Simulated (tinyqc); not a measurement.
Comparisons within one model: special k points of the fcc lattice. A value that a table varies takes the place of the one given here.

Lattice vectors in units of a: a1 = (0, 1/2, 1/2), a2 = (1/2, 0, 1/2), a3 = (1/2, 1/2, 0); reciprocal vectors b_i with a_i . b_j = 2 pi delta_ij. Mesh: k = sum_i f_i b_i with f_i = (2 j_i + shift)/(2 N), j_i = 0 .. N-1. The point group of the lattice has 48 operations; only those that map the mesh onto itself are used.

A_m(k) = sum over the m-th star of lattice vectors R of cos(k . R), stars in order of length: m = 1: |R|^2 = 0.5, 12 vectors, such as (1, 0, 0) in the basis a_i; m = 2: |R|^2 = 1, 6 vectors, such as (1, 1, -1) in the basis a_i; m = 3: |R|^2 = 1.5, 24 vectors, such as (2, 0, -1) in the basis a_i; m = 4: |R|^2 = 2, 12 vectors, such as (2, 0, 0) in the basis a_i; m = 5: |R|^2 = 2.5, 24 vectors, such as (2, 1, -1) in the basis a_i; m = 6: |R|^2 = 3, 8 vectors, such as (3, -1, -1) in the basis a_i. The zone mean of every A_m is zero.

Test function, the lower band of a two-band insulator: E(k) = -sqrt(D^2 + (e0 - t A_1(k))^2).

Values chosen for the exercise: D = 2.94 eV (half gap term); t = 0.32 eV (coupling); e0 = 1.15 eV (offset); N = 5 (points along each reciprocal vector); shift = 1 (half steps).

## Mesh size and shift

Errors of the mean of E against the unshifted mesh with N = 24. The fifth column is |R|^2 of the shortest star with a non-zero mean.

Meshes:

| mesh | points | irreducible | operations | \|R\|^2 missed | error (meV) |
|---|---|---|---|---|---|
| 1 Gamma | 1 | 1 | 48 | 0.50 | -650.388 |
| 1 shifted | 1 | 1 | 12 | 1.00 | 177.633 |
| 2 Gamma | 8 | 3 | 48 | 2.00 | -172.371 |
| 2 shifted | 8 | 2 | 12 | 4.00 | -6.781 |
| 3 Gamma | 27 | 4 | 48 | 4.50 | 4.136 |
| 3 shifted | 27 | 6 | 12 | 9.00 | 0.352 |
| 4 Gamma | 64 | 8 | 48 | 8.00 | 0.116 |
| 4 shifted | 64 | 10 | 12 | 16.00 | -0.023 |
| 5 Gamma | 125 | 10 | 48 | 12.50 | -0.070 |
| 5 shifted | 125 | 19 | 12 | >16 | 0.002 |
| 6 Gamma | 216 | 16 | 48 | >16 | 0.012 |
| 6 shifted | 216 | 28 | 12 | >16 | 0.000 |

reference mean = -3.33455 eV

What can be read from the table?

The shifted mesh has the smaller error for 6 of 6 values of N and the larger for 0. The cheapest mesh within 1 meV is 3 shifted, with 6 irreducible points. A mesh misses the lattice vectors N (n1 a1 + n2 a2 + ...); the half shift gives each the sign (-1)^(n1 + n2 + ...), so the 12 shortest ones add up to 0 in place of 12: they cancel. The shift lowers the symmetry; it leaves more irreducible points for N = 3, 4, 5 and 6; it leaves fewer irreducible points for N = 2.

## Gap and mesh density

D takes the values listed; errors against the unshifted mesh with N = 30, for unshifted meshes.

Errors (meV):

| D (eV) | reference (eV) | N = 2 | N = 4 | N = 6 | N = 8 |
|---|---|---|---|---|---|
| 0.2 | -1.4672 | -367.969 | -6.899 | 10.927 | 2.229 |
| 0.4 | -1.5227 | -349.585 | -6.239 | 6.773 | 0.931 |
| 0.8 | -1.7005 | -310.140 | -3.379 | 2.144 | 0.141 |
| 1.5 | -2.1492 | -251.709 | -0.702 | 0.303 | 0.003 |
| 2.5 | -2.9504 | -191.959 | 0.069 | 0.029 | 0.000 |
| 4.0 | -4.3018 | -136.849 | 0.105 | 0.002 | 0.000 |

What does this show, and why?

The first listed N from which the error stays below 0.5 meV is none for D = 0.2, none for D = 0.4, 8 for D = 0.8, 6 for D = 1.5, 4 for D = 2.5, 4 for D = 4 eV. A larger D makes the function smoother, so its Fourier coefficients fall faster with |R|; single entries change sign along a column, so a small error on one coarse mesh can be a cancellation.

## One point for the whole zone

The mean-value (Baldereschi) point is taken at k = (2 pi/a) (0.6223, 0.2953, 0), that is f = (0.1477, 0.3111, 0.4588); the reference is the mesh with N = 24.

Single points:

| point | A_1 | A_2 | A_3 | A_4 | E (eV) |
|---|---|---|---|---|---|
| Gamma | 12.000 | 6.000 | 24.000 | 12.000 | -3.9849 |
| mean-value point | 0.000 | 0.000 | -4.405 | -3.192 | -3.1569 |
| zone-face centre b1/2 | 0.000 | -6.000 | 0.000 | 12.000 | -3.1569 |

reference mean = -3.3345 eV

How do the results move?

The mean-value point makes A_1 and A_2 vanish. Its error is +178 meV, against -650 meV at Gamma and +178 meV at b1/2. E is not linear in A_1; its powers hold sums of nearest vectors and a non-zero mean, so this point is not exact. A_1 has the same value at b1/2, and E depends on A_1 alone, so this test cannot tell the two points apart.

## What moves the zone average

Mean of E over the mesh, and its error against the unshifted mesh with N = 24. Each row changes one parameter from the base and keeps the others.

Results:

| case | mean (eV) | error (meV) | irreducible points |
|---|---|---|---|
| base | -3.3345 | 0.00 | 19 |
| N = 6 | -3.3345 | 0.00 | 28 |
| shift = 0 | -3.3346 | -0.07 | 10 |
| D = 2.058 eV | -2.5808 | 0.02 | 19 |
| t = 0.416 eV | -3.4500 | 0.01 | 19 |

What does this show?

The largest shifts from the base row, up to three for each result and ties (the steps differ in size, so this ranks the rows, not the parameters). mean (eV): D +0.7537, t -0.1155, shift -0.0001; unchanged at the printed digits by N. error (meV): shift -0.07, D +0.01, t +0.01; unchanged at the printed digits by N. irreducible points: N +9, shift -9; unchanged at the printed digits by D and t.

Run: tinyqc, `OMP_NUM_THREADS=1 python tinyqc.py 1651199 1651200 out.jsonl`; Intel(R) Xeon(R) Processor @ 2.30GHz, one thread, shared host; about 0.1 s of CPU time with all checks.
